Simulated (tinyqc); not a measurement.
# MOS inversion layer, Poisson-Schroedinger loop: what changes with what

Electrons confined at an insulator interface at z = 0, treated as a hard wall; parabolic valleys, Hartree approximation, no image or exchange terms. The depletion charge lies far deeper than the electrons and gives a uniform field q Nd/(eps0 eps_r); the gate balances all charge. Energies are counted from the band edge at the interface.

Values chosen for this exercise; masses and permittivity close to those of germanium (100):
```
symbol   value   unit                                     meaning
T           77      K                                 temperature
eps_r     15.7                              relative permittivity
mz1      0.119     m0  mass along z of valley set A (4 valley(s))
md1      0.293     m0    in-plane density-of-states mass of set A
Ns      4.9e11  cm^-2                  sheet density of electrons
Nd      3.2e12  cm^-2           sheet density of depletion charge
```

Constants: q = 1.602176634e-19 C, kB = 1.380649e-23 J/K, hbar = 1.054571817e-34 J s, m0 = 9.1093837015e-31 kg, Vt = kB T/q, eps0 = 8.8541878128e-14 F/cm where lengths are in cm, hbar^2/(2 m0) = 0.0380998212 eV nm^2. Results are converted to the units shown.

Each table varies one quantity; the others keep the values above.

## Effect of the sheet density of depletion charge

Schroedinger equation -(C/mz) psi'' + (V0 + U) psi = E psi, C = hbar^2/(2 m0), psi(0) = 0, on a uniform mesh of 800 nodes with a far wall at 65 nm, 8 levels a set; V0 = q Nd z/(eps0 eps_r); dU/dz = q (Ns - integral of n from 0 to z)/(eps0 eps_r), U(0) = 0; N_k = g md m0 q Vt/(pi hbar^2) ln(1 + exp((EF - E_k)/Vt)), g the number of valleys of the set, sum N_k = Ns. Triangular well: E_k = a_k (C F^2/mz)^(1/3), a_1 = 2.338107, a_2 = 4.087949, C = hbar^2/(2 m0), F in eV/nm. Fang-Howard (all electrons in the lowest level of set A): b^3 = 6 (mz1/C) q (Nd + 11 Ns/32)/(eps0 eps_r), centroid 3/b, level C b^2/(4 mz1) + (3/b) q (Nd + 11 Ns/16)/(eps0 eps_r). The centroid adds 3.9 z_av/eps_r to an oxide-equivalent thickness. Shares under 0.0001 % are printed as 0.

Results:
columns A: Nd (cm^-2); B: A1 (meV); C: A2 (meV); D: EF (meV); E: share of A1 (%); F: share of A2 (%); G: centroid z_av (nm); H: added oxide equivalent (nm); I: Fang-Howard centroid (nm)
```
A          B     C     D     E        F     G      H     I
1e11    50.3  70.0  37.8  93.8     5.16  7.78   1.93  7.75
1.7e11  54.7  78.8  42.5  97.0     2.76  6.92   1.72  7.17
3.1e11  63.4  95.8  51.3  99.2    0.811  6.04   1.50  6.39
5.3e11  76.2   120  64.2  99.9    0.146  5.30   1.32  5.64
1.6e12   128   215   116   100  2.42e-4  3.89  0.967  4.13
2.9e12   180   306   168   100        0  3.24  0.806  3.44
5e12     250   431   238   100        0  2.73  0.677  2.89
```

Estimate the missing row, Nd = 9.4e11 cm^-2.

Computed row:
columns A: Nd (cm^-2); B: A1 (meV); C: A2 (meV); D: EF (meV); E: share of A1 (%); F: share of A2 (%); G: centroid z_av (nm); H: added oxide equivalent (nm); I: Fang-Howard centroid (nm)
```
A          B    C     D    E        F     G     H     I
9.4e11  97.7  160  85.7  100  0.00966  4.54  1.13  4.83
```

With this row back in the table: As Nd goes from 1e11 to 5e12, A1 rises from 50.3 to 250 meV, the share of A1 rises from 93.8 to 100 % and the centroid falls from 7.78 to 2.73 nm. A1 goes as Nd^(0.61) between the last two rows (a triangular well in the field of that charge alone gives 2/3). The Fang-Howard centroid is 0.40 % below the full one in the first row, where A1 holds 93.8 %, and 6.0 % above it in the last, where A1 holds 100 %.

## Effect of the sheet density of electrons

Schroedinger equation -(C/mz) psi'' + (V0 + U) psi = E psi, C = hbar^2/(2 m0), psi(0) = 0, on a uniform mesh of 800 nodes with a far wall at 25 nm, 8 levels a set; V0 = q Nd z/(eps0 eps_r); dU/dz = q (Ns - integral of n from 0 to z)/(eps0 eps_r), U(0) = 0; N_k = g md m0 q Vt/(pi hbar^2) ln(1 + exp((EF - E_k)/Vt)), g the number of valleys of the set, sum N_k = Ns.

The same in every row: share of A1 (%) = 100; share of A2 (%) = 0.

Result of one run:
```
Ns (cm^-2)  A1 (meV)  A2 (meV)  EF (meV)  centroid z_av (nm)  added oxide equivalent (nm)  Fang-Howard centroid (nm)
9.7e11           203       340       196                3.09                        0.768                       3.28
```

What becomes of these results when the sheet density of electrons Ns is changed from 9.7e11 to 1e11 cm^-2, all else the same?

Result of the changed run:
```
Ns (cm^-2)  A1 (meV)  A2 (meV)  EF (meV)  centroid z_av (nm)  added oxide equivalent (nm)  Fang-Howard centroid (nm)
1e11             180       313       157                3.19                        0.793                       3.38
```

The whole series:
```
Ns (cm^-2)  A1 (meV)  A2 (meV)  EF (meV)  centroid z_av (nm)  added oxide equivalent (nm)  Fang-Howard centroid (nm)
1e11             180       313       157                3.19                        0.793                       3.38
2.1e11           183       317       165                3.18                        0.789                       3.37
4.5e11           190       324       177                3.15                        0.782                       3.34
9.7e11           203       340       196                3.09                        0.768                       3.28
2.1e12           232       374       231                2.98                        0.740                       3.17
4.4e12           286       437       293                2.80                        0.695                       2.98
9.4e12           390       557       409                2.52                        0.626                       2.69
2e13             576       772       617                2.18                        0.540                       2.32
```

As Ns goes from 1e11 to 2e13, A1 rises from 180 to 576 meV, the share of A1 stays near 100 % and the centroid falls from 3.19 to 2.18 nm. A1 goes as Ns^(0.52) between the last two rows (a triangular well in the field of that charge alone gives 2/3). EF lies more than 2 meV above A1 for Ns = 4.4e12, 9.4e12, 2e13. The Fang-Howard centroid is 6.0 % above the full one in the first row, where A1 holds 100 %, and 6.4 % above it in the last, where A1 holds 100 %.

Computed by the program tinyqc: `OMP_NUM_THREADS=1 python tinyqc.py 2160060 2160061 out.jsonl`, one thread of a shared Intel Xeon 2.30GHz, about 0.4 s for the whole run.
